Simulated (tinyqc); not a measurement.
Plane-wave Kohn-Sham cycle with exchange-only LDA in a layered model solid, step by step. One step of it, computed by the program tinyqc.

Problem. Iteration 2: potential. V_H(G) = 4 pi rho(G)/G^2 for G != 0 (uniform background); v_x = -(3 rho/pi)^(1/3); V = V_ext + V_H + v_x; Fourier components f(G_m) = (1/N) sum_j f(x_j) exp(-i G_m x_j).

A solid whose potential varies along x alone (atomic units):
```
parameter,value
period a,17.000000
cross-section of the cell,10.000000
electrons per cell,2
grid points,16
"plane waves -n..n, n",2
k points,2
V1 in V1 cos(2 pi x/a),-0.120000
V2 in V2 cos(4 pi x/a),0.080000
```

density after iteration 1 (e/bohr^3): 0.02208854  0.02151054  0.01955198  0.01597522  0.01129944  0.00687248  0.00394389  0.00270058  0.00243850  0.00270058  0.00394389  0.00687248  0.01129944  0.01597522  0.01955198  0.02151054

Give: Potentials on the grid; V(G_m), m = 0, 1, 2, ....

Solution.

Potentials on the grid (hartree):
```
x,V_ext,V_H,v_x,V
0.0000,-0.0400,0.9645,-0.2763,0.6482
1.0625,-0.0543,0.8920,-0.2739,0.5638
2.1250,-0.0849,0.6828,-0.2653,0.3326
3.1875,-0.1025,0.3651,-0.2480,0.0146
4.2500,-0.0800,-0.0110,-0.2210,-0.3120
5.3125,-0.0106,-0.3808,-0.1872,-0.5786
6.3750,0.0849,-0.6830,-0.1556,-0.7537
7.4375,0.1674,-0.8763,-0.1371,-0.8460
8.5000,0.2000,-0.9422,-0.1325,-0.8747
9.5625,0.1674,-0.8763,-0.1371,-0.8460
10.6250,0.0849,-0.6830,-0.1556,-0.7537
11.6875,-0.0106,-0.3808,-0.1872,-0.5786
12.7500,-0.0800,-0.0110,-0.2210,-0.3120
13.8125,-0.1025,0.3651,-0.2480,0.0146
14.8750,-0.0849,0.6828,-0.2653,0.3326
15.9375,-0.0543,0.8920,-0.2739,0.5638
```

V(G_m), m = 0, 1, 2, ... (hartree): -0.2116  0.3824  0.0498  -0.0019  -0.0005
